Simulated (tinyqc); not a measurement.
# Two-dimensional dopant profile at a mask edge: lateral junction, overlap and effective channel length, step by step

A worked calculation. Computed by tinyqc, a small Python program that keeps every step. Command: `OMP_NUM_THREADS=1 python tinyqc.py 3015171 3015172 out.jsonl lateral walk`. One thread of a shared host (Intel(R) Xeon(R) Processor @ 2.30GHz), about 0.02 s of CPU time with the checks. Intermediate numbers are printed to about 6 digits and carried at full precision; extremes and crossings named in words are read from the listed rows.

Ions enter for y < 0; the mask (spacer, then gate) covers y > 0. x is the depth. The surface reflects dopant during the anneal.

Inputs (values chosen for the exercise, modelled on a source-drain extension in silicon):
```
quantity,value,unit
dose Q,1.1e+14,1/cm^2
projected range R_p,6.6,nm
vertical straggle,3,nm
lateral straggle,1.6,nm
anneal budget D t,4.3e-13,cm^2
channel doping C_B,2.9e+18,1/cm^3
gate length L_g,88,nm
offset spacer,3.7,nm
oxide thickness,3.5,nm
```

Constants: eps_0 = 8.8541878128e-12 F/m.

## Widths and vertical profile

Widths s_x^2 = (vertical straggle)^2 + 2 D t, s_y^2 = (lateral straggle)^2 + 2 D t. C(x, y) = V(x) (1/2) erfc(y/(sqrt2 s_y)), V(x) = Q/(sqrt(2 pi) s_x) [exp(-(x - R_p)^2/(2 s_x^2)) + exp(-(x + R_p)^2/(2 s_x^2))]; 1 nm = 1e-7 cm. The vertical junction far from the mask solves V(x) = C_B.

s_x = 9.74679 nm

s_y = 9.41063 nm

V at the surface = 7.15984e+19 1/cm^3

V at R_p = 6.30194e+19 1/cm^3

vertical junction x_j = 29.4954 nm

## Lateral junction at the surface

The lateral junction at depth x solves C = C_B: y_j(x) = sqrt2 s_y erfc^-1(2 C_B/V(x)). Overlap under the gate = y_j(0) - spacer; metallurgical channel L_met = L_g - 2 overlap (tails from the two sides are not added). Abruptness at y_j(0) in nm per decade = ln(10) s_y sqrt(pi/2) exp(u^2) erfc(u), u = y_j/(sqrt2 s_y). Overlap capacitance per width = 3.9 eps_0 overlap/t_ox (zero if there is no overlap).

lateral junction y_j(0) = 16.4203 nm

ratio y_j(0)/x_j = 0.556708

overlap = 12.7203 nm

metallurgical channel L_met = 62.5593 nm

lateral abruptness = 10.0818 nm/decade

overlap capacitance = 0.125500 fF/um

The two overlaps take 29 % of the gate length.

## Junction contour

The lateral junction at depth x solves C = C_B: y_j(x) = sqrt2 s_y erfc^-1(2 C_B/V(x)). Depths are 0, 0.15, 0.3, 0.45, 0.6, 0.75, 0.9 and 0.97 of x_j.

Contour:
```
x/x_j,x (nm),V (1/cm^3),y_j (nm)
0.00,0.0000,7.15984e+19,16.4203
0.15,4.4243,6.76645e+19,16.1716
0.30,8.8486,5.66623e+19,15.3724
0.45,13.2729,4.12500e+19,13.8669
0.60,17.6972,2.55618e+19,11.3716
0.75,22.1215,1.32554e+19,7.3057
0.90,26.5459,5.68603e+18,-0.2364
0.97,28.6105,3.58221e+18,-8.2462
```

The contour reaches furthest, 16.42 nm, at x/x_j = 0 among these rows, at the surface. It crosses the mask edge where V = 2 C_B.

## What the anneal budget does

x_j solves V(x) = C_B. Budgets are multiples of the given D t (at 0 the mirror term is kept, which overstates V(0) as implanted); those with V(0) not above 2.5 C_B are left out.

Junctions (nm):
```
multiple,s_x,s_y,x_j,y_j(0),y_j/x_j,L_met
0.0,3.0000,1.6000,15.0009,1.9500,0.129989,91.5001
0.1,4.1952,3.3407,17.8343,5.5681,0.312211,84.2639
0.3,5.8992,5.3254,21.6281,9.5511,0.441605,76.2978
1.0,9.7468,9.4106,29.4954,16.4203,0.556708,62.5593
2.0,13.4536,13.2121,36.6058,21.7144,0.593195,51.9712
4.0,18.7883,18.6161,46.4418,28.0362,0.603686,39.3275
8.0,26.4008,26.2785,59.7387,35.2327,0.589781,24.9346
16.0,37.2156,37.1290,77.1026,42.7264,0.554149,9.9473
```

The ratio y_j/x_j goes from 0.13 to 0.55: as implanted, x_j includes R_p and y_j only the lateral straggle; after long diffusion both scale roughly with sqrt(D t) as long as V(0) stays far above C_B, and the ratio stays below 1 because the edge starts from half the concentration and an erfc falls faster than the Gaussian. L_met shrinks by 81.6 nm over the rows.

Checks made by the program: lateral profile against the convolution of a step with a Gaussian (relative difference below 1e-10).
